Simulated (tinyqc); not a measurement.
An Irvin curve: changing the peak concentration: sheet resistance and Hall data of a diffused or implanted layer. Computed by tinyqc, a small Python program. Command: `OMP_NUM_THREADS=1 python tinyqc.py 3006809 3006810 out.jsonl layer sweep`. One thread of a shared host (Intel(R) Xeon(R) Processor @ 2.30GHz), about 0.01 s of CPU time with the checks.

Carriers are taken equal to the net active doping down to the junction (full ionisation, which deep dopants in wide-gap hosts do not reach; no spill-over, no depletion), and the Hall factor is 1.

Inputs (values chosen for the exercise, modelled on silicon in GaN):
```
quantity,value,unit
mu_min,57,cm^2/(V s)
mu_max,985,cm^2/(V s)
N_ref,2e+17,1/cm^3
exponent alpha,1,-
length scale l,59,nm
background doping N_B (opposite type),1.1e+14,1/cm^3
```

Profile: Gaussian at the surface. Activation: complete.

Constants: e = 1.602176634e-19 C.

Method:
- N(x) = N_0 exp(-x^2/l^2), dose N_0 l sqrt(pi)/2, junction x_j = l sqrt(ln(N_0/N_B)).
- Mobility mu = mu_min + (mu_max - mu_min)/(1 + (N_t/N_ref)^alpha), N_t = active doping + N_B; carriers n = active doping - N_B, all dopants active.
- Integrals from x_0 (0 unless stated) to x_j by the midpoint rule on 400 even intervals: 1/R_s = e int n mu dx; sheet density n_s = int n dx; Hall sheet density (int n mu dx)^2/int n mu^2 dx; Hall mobility int n mu^2 dx/int n mu dx.
- Mean conductivity 1/(R_s x_j); mean mobility 1/(e n_s R_s).

One run for each value:
```
peak concentration N_0 (1/cm^3),mean conductivity 1/(R_s x_j) (S/cm),sheet resistance R_s (ohm),Hall mobility (cm^2/(V s)),junction depth x_j (nm),sheet density n_s (1/cm^2)
2.20e+15,0.157,6.2542e+05,977.01,102.12,1.0215e+10
4.10e+15,0.278,3.2063e+05,970.92,112.23,2.0050e+10
7.80e+15,0.496,1.6555e+05,959.38,121.79,3.9301e+10
1.50e+16,0.883,8.6604e+04,938.02,130.81,7.6858e+10
2.80e+16,1.506,4.7825e+04,902.63,138.86,1.4475e+11
5.20e+16,2.493,2.7401e+04,846.16,146.42,2.7016e+11
9.90e+16,4.037,1.6098e+04,759.76,153.88,5.1584e+11
1.90e+17,6.198,1.0016e+04,646.97,161.09,9.9158e+11
3.50e+17,8.714,6.8491e+03,531.60,167.56,1.8281e+12
6.60e+17,11.746,4.8924e+03,419.11,174.02,3.4489e+12
```

Over the rows, mean conductivity 1/(R_s x_j) (S/cm) rises from 0.157 to 11.7 (exponent d ln y / d ln x 0.92 between the first rows and 0.47 between the last); sheet resistance R_s (ohm) falls from 625000 to 4890 (exponent d ln y / d ln x -1.1 between the first rows and -0.53 between the last); Hall mobility (cm^2/(V s)) falls from 977 to 419 (exponent d ln y / d ln x -0.010 between the first rows and -0.37 between the last).

Caution (rows 2.20e15, 4.10e15, 7.80e15, 1.50e16, 2.80e16, 5.20e16, 9.90e16, 1.90e17, 3.50e17): the layer is not thick against surface and junction depletion widths, which remove carriers that this model counts.

Extremes, crossings and ranges named in words are read from the listed rows.
